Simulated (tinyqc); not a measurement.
# MOS capacitor on an n-type substrate, surface potential from the exact charge relation, step by step

tinyqc, about 0.01 s, one thread, Intel Xeon 2.30GHz (shared host): `OMP_NUM_THREADS=1 python tinyqc.py 2060021 2060022 out.jsonl` Printed values are rounded.

Uniform n-type substrate, Boltzmann statistics, full ionisation, classical densities. psi is the surface potential against the body (positive when the bands bend down) and u = -psi/Vt. Traps are spread evenly over the gap and neutral at flat band, so their charge is -q Dit psi; the minority quasi-Fermi level is shifted by Vb.

Parameters, values chosen for the exercise; band and dielectric values close to those of silicon:
- T = 273 K (temperature)
- Eg = 1.14 eV (band gap)
- eps_r = 11.9 (relative permittivity)
- Nc = 2.47e19 cm^-3 (conduction-band density of states at T)
- Nv = 2.31e19 cm^-3 (valence-band density of states at T)
- chi = 4.09 eV (electron affinity)
- N = 3.7e17 cm^-3 (donor density of the substrate)
- eox = 3.9 (relative permittivity of the gate insulator (close to silicon dioxide))
- tox = 2.2 nm (insulator thickness)
- phiM = 4.9 eV (gate work function)
- Nf = -2.7e10 cm^-2 (fixed charge at the interface, in units of q)
- Dit = 0 cm^-2 eV^-1 (density of interface traps)
- Vb = 0 V (reverse bias of the inversion layer against the body)
- Vg = -0.85 V (gate voltage against the body)

Constants: q = 1.602176634e-19 C, kB = 1.380649e-23 J/K, Vt = kB T/q, eps0 = 8.8541878128e-14 F/cm where lengths are in cm. Results are converted to the units shown.

Range of the model: At this gate voltage the surface density exceeds 0.3 of the band density of states, so degeneracy and confinement would lower the charge and capacitance.

## Flat band, threshold and scales

ni = sqrt(Nc Nv) exp(-Eg/(2 Vt)), Eg in volts; phiF = Vt ln(N/ni); Cox = eps0 eox/tox; Vfb = phiM - chi - Vt ln(Nc/N) - q Nf/Cox; Q0 = sqrt(2 eps0 eps_r q N Vt); r = (ni/N)^2 exp(-Vb/Vt); VT = Vfb - [(2 phiF + Vb)(1 + q Dit/Cox) + sqrt(2 eps0 eps_r q N (2 phiF + Vb))/Cox].

ni = 7.17036e8 cm^-3
phiF = 0.471957 V
Cox = 1.56961 uF/cm^2
Vfb = 0.713925 V
Q0 = 54.2109 nC/cm^2
r = 3.75559e-18
VT = -0.448762 V

## Starting value

psi = -Vt (just off flat band).

psi at the start = -0.0235253 V

## Iteration 1: Newton step for the surface potential

u = -psi/Vt; F^2 = exp(-u) + u - 1 + r (exp(u) - u - 1); Qs = +sign(u) Q0 F; Cs = -dQs/dpsi = (Q0/Vt) |1 - exp(-u) + r (exp(u) - 1)|/(2 F). f = Vfb + psi + (q Dit psi - Qs)/Cox - Vg, f' = 1 + (Cs + q Dit)/Cox, psi(new) = psi - f/f'.

u = 1
F = 0.606531
Qs = 32.8806 nC/cm^2
Cs = 1.20079 uF/cm^2
f = 1.51945 V
f' = 1.76503
psi after iteration 1 = -0.884390 V

## Iteration 2: Newton step for the surface potential

As before.

u = 37.5931
F = 6.05580
Qs = 328.291 nC/cm^2
Cs = 0.205414 uF/cm^2
f = 0.470380 V
f' = 1.13087
psi after iteration 2 = -1.30034 V

## Iteration 3: Newton step for the surface potential

As before.

u = 55.2739
F = 1949.44
Qs = 1.05681e5 nC/cm^2
Cs = 2246.07 uF/cm^2
f = -67.0659 V
f' = 1431.98
psi after iteration 3 = -1.25350 V

This iterate lies far beyond the solution, so its charge is not a physical one.

## Course of the Newton iteration

Stop when the step is below 1e-10 V, or after 60 iterations.

Course of the iteration:
```
iteration	psi before the step (V)	f (V)	step (V)
1	-0.0235253	1.52	-0.861
2	-0.884390	0.470	-0.416
3	-1.30034	-67.1	0.0468
4	-1.25350	-24.6	0.0464
5	-1.20712	-8.93	0.0450
6	-1.16207	-3.17	0.0414
7	-1.12068	-1.05	0.0329
8	-1.08779	-0.295	0.0185
9	-1.06929	-0.0523	4.93e-3
10	-1.06436	-2.79e-3	2.94e-4
11	-1.06407	-9.28e-6	9.84e-7
12	-1.06407	-1.04e-10	1.10e-11
```

Converged in 12 iterations.

## Charges, field and capacitances at the solution

converged psi = -1.06407 V

u = -psi/Vt; F^2 = exp(-u) + u - 1 + r (exp(u) - u - 1); Qs = +sign(u) Q0 F; Cs = -dQs/dpsi = (Q0/Vt) |1 - exp(-u) + r (exp(u) - 1)|/(2 F). Low frequency: 1/C_LF = 1/Cox + 1/(Cs + q Dit). High frequency, in the simple estimate in which traps and minority carriers do not follow: 1/C_HF = 1/Cox + 1/Cd, Cd being Cs with r = 0 at the same psi. Minority sheet density N_inv = (Q0/(2 q)) int_0^u r (exp(t) - 1)/F(t) dt for u > 0. Oxide field |Qs - q Dit psi + q Nf|/(eps0 eox).

Qs = 784.583 nC/cm^2
N_inv = 2.67118e12 cm^-2
oxide field = 2.25956 MV/cm
Cs = 13.2337 uF/cm^2
C_LF/Cox = 0.893969
C_HF/Cox = 0.0994030

The surface is in strong inversion (borders at |psi| = 0, phiF + Vb and 2 phiF + Vb = 0.944 V). Minority carriers make up 54.5 % of Qs.
